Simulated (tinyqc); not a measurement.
From results back to parameters: Landau levels of a parabolic two-dimensional band. Two cases, with inputs chosen for the exercise.

Problem. The amplitude of Shubnikov-de Haas oscillations carries the factor X/sinh X with X = 2 pi^2 kB T/(hbar wc), hbar wc = 2 muB B_s/m. The ratio of the amplitudes at T2 and T1 was computed from a hidden mass.

Constants: kB = 8.617333262e-05 eV/K; muB = 5.788381798e-05 eV/T.

Case 1.

Values chosen (out of a larger set: near those of a two-dimensional electron gas in Ge (111); not measured data):
- T1 = 1.5 K (lower temperature)
- T2 = 2.7 K (higher temperature)
- B_s = 1.38 T (field of the oscillation)

A(T2)/A(T1) = 0.593831

Case 2.

Values chosen (out of a larger set: near those of a two-dimensional electron gas in Ge (111); not measured data):
- T1 = 1.5 K (lower temperature)
- T2 = 4.5 K (higher temperature)
- B_s = 3.09 T (field of the oscillation)

A(T2)/A(T1) = 0.673549

Find: X at T1; m.

Solution. The ratio (T2/T1) sinh(X1)/sinh(X1 T2/T1) falls steadily with X1, so one X1 fits; m = X1 muB B_s/(pi^2 kB T1).

Case 1.

X at T1 = 1.302
m = 0.0815 m0

Case 2.

X at T1 = 0.571
m = 0.0801 m0

Computed by tinyqc, one run a case: `OMP_NUM_THREADS=1 python tinyqc.py N N+1 out.jsonl` with N = 1252434, 1252470; one thread of a shared Intel(R) Xeon(R) Processor @ 2.30GHz, about 0.01 s a run at most.
